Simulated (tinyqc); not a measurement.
Single-photon avalanche diode, trigger probability and counting: one step of the calculation.

A multiplication layer of width W with the uniform field V/W; alpha = an exp(-bn/E) for electrons, beta = ap exp(-bp/E) for holes (local model, no dead space). a = alpha W, b = beta W. Electrons enter at x = 0, holes at x = W. P0 is the probability that an electron entering at 0 starts a lasting avalanche, PW the same for a hole entering at W.

Question. Detection, dark counts, afterpulses and dead-time loss. Pm is the mean trigger probability of pairs made evenly in the layer. PDP = eta P0; dark counts Gd Pm; avalanche charge Cd Vx/q; afterpulse probability pa (Cd Vx/q) exp(-td/tt) Pm; true rate n = nph PDP + dark counts; measured n/(1 + n td) (non-paralysable) or n exp(-n td) (paralysable); recharge time Rq Cd.

Parameters, values chosen for the exercise; ionisation coefficients close to those of silicon:
- Vx = 7.7 V (excess bias)
- eta = 0.38 (probability that a photon makes a pair that enters the layer)
- Gd = 550 1/s (thermal generation rate in the layer)
- td = 100 ns (dead time)
- Cd = 150 fF (diode capacitance)
- Rq = 100 kohm (quench resistance)
- pa = 1.2e-8 (trapping probability per avalanche carrier)
- tt = 18 ns (trap release time)
- nph = 1.1e7 1/s (photon rate)

Constants: q = 1.602176634e-19 C. Results are converted to the units shown.

P0 = 0.94224937
Pm = 0.78046797

Give: PDP; dark counts; avalanche charge; afterpulse probability; true rate; measured, non-paralysable; measured, paralysable; recharge time.

Answer.

PDP = 0.35805
dark counts = 429.26 1/s
avalanche charge = 7.2089e6 electrons
afterpulse probability = 0.026101 %
true rate = 3.9390e6 1/s
measured, non-paralysable = 2.8259e6 1/s
measured, paralysable = 2.6566e6 1/s
recharge time = 15.000 ns

Dead time hides 28 % of the events in the first model and 33 % in the second.

tinyqc, about 0.01 s, one thread, Intel Xeon 2.30GHz (shared host): `OMP_NUM_THREADS=1 python tinyqc.py 2630020 2630021 out.jsonl`
